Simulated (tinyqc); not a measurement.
Worked calculation: Kronig-Penney superlattice by transfer matrices. Values are carried at full precision from step to step, so a last printed digit may differ when a step is redone from the rounded ones.

Wells (width a, potential 0, mass mw) alternate with barriers (width b, height V0, mass mb); period d = a + b; c = hbar^2/2m0. The vector (psi, psi'/m) is continuous, and a layer of thickness t carries it by M = [[cos kt, (m/k) sin kt], [-(k/m) sin kt, cos kt]] with k = sqrt(m (E - V)/c); for E < V, k = i kappa gives [[cosh, (m/kappa) sinh], [(kappa/m) sinh, cosh]] of kappa t. A Bloch state obeys cos(q d) = tr(Mb Mw)/2.

Constants: hbar^2/2m0 = 3.80998211 eV angstrom^2; hbar = 6.58211957e-16 eV s.

Values chosen for the exercise (near those of an InGaAs superlattice with barriers of InP; the results hold for these values, not for the real material): a = 132 angstrom (well width); b = 30 angstrom (barrier width); V0 = 0.264 eV (barrier height); mw = 0.04 m0 (mass in the wells); mb = 0.0826 m0 (mass in the barriers); E = 0.0284 eV (trial energy); F = 40 kV/cm (field along the axis).

## Layer matrices at one energy

Form the matrix of the well and of the barrier at E.

k in the well = 0.01727 1/angstrom
kappa in the barrier = 0.07147 1/angstrom

Mw (angstrom units):
```
,1,2
1,-0.65070,1.7590
2,-0.32779,-0.65070
```

Mb (angstrom units):
```
,1,2
1,4.3256,4.8639
2,3.6413,4.3256
```

## The matrix of one period

Multiply M = Mb Mw and take half the trace. If its size is at most 1, E lies in a miniband and q d = arccos(tr M/2); otherwise the state decays by exp(-arccosh|tr M/2|) a period.

M:
```
,1,2
1,-4.4090,4.4438
2,-3.7873,3.5904
```

tr M/2 = -0.4093
q d in a band, or the decay exponent in a gap = 1.993

E lies in a miniband; det M = 1.0000, as for any such product.

## Miniband edges

The edges are the energies where tr M/2 = +1 (q = 0) or -1 (q = pi/d); the first three minibands.

Minibands:
```
band,bottom (eV),top (eV),width (meV)
1,0.0241,0.0305,6.4
2,0.0999,0.1255,25.5
3,0.2301,0.2913,61.2
```

2 minibands of these lie wholly below V0. The first gap is 69.4 meV wide; the single well of width a has E1 = 0.0273 eV, inside the first miniband.

## Dispersion along the axis

Solve tr M/2 = cos(q d) inside each miniband at q d/pi = 0, 1/6, ..., 1. The cosine form is E_bottom + (W/2)(1 - cos q d) with the true width W.

Energies (eV):
```
q d/pi,band 1,cosine form,band 2
0.000,0.0241,0.0241,0.1255
0.167,0.0245,0.0245,0.1234
0.333,0.0255,0.0257,0.1181
0.500,0.0270,0.0273,0.1116
0.667,0.0287,0.0289,0.1056
0.833,0.0300,0.0301,0.1014
1.000,0.0305,0.0305,0.0999
```

The cosine form, which holds for hopping between neighbouring wells alone, misses band 1 by at most 0.3 meV, 4 % of its width.

## Mass along the axis

With f(E) = tr M/2, 1 - (q d)^2/2 = 1 + f'(E_bottom)(E - E_bottom) gives m_z = -2 c f'/d^2 (f' by a central difference of 1e-6 eV at the bottom of band 1). The cosine form gives 4 c/(W d^2), W the width of band 1 between tr M/2 = +1 and -1.

f' = -365.2 1/eV
m_z = 0.1060 m0
m_z of the cosine form = 0.09015 m0
W = 6.44 meV

The mass along the axis is 2.65 times mw.

## In a field along the axis

One-band picture: ladder spacing e F d, Bloch frequency e F d/(2 pi hbar), and extent W/(e F) of a Stark state, with W the width of band 1; 1 kV/cm = 1e-5 V/angstrom.

e F d = 64.800 meV
Bloch frequency = 15.669 THz
W/(e F d) = 0.10 periods

The state is confined to about one period: the miniband has broken into a ladder of single-well levels.

## Checks

- Bottom of band 1 from 121 plane waves (the mass step taken by inverting the matrix of m) against the transfer matrix, eV: both 0.0241.

tinyqc: `OMP_NUM_THREADS=1 python tinyqc.py 1282733 1282734 out.jsonl`; about 0.07 s, one thread, shared Intel(R) Xeon(R) Processor @ 2.30GHz.
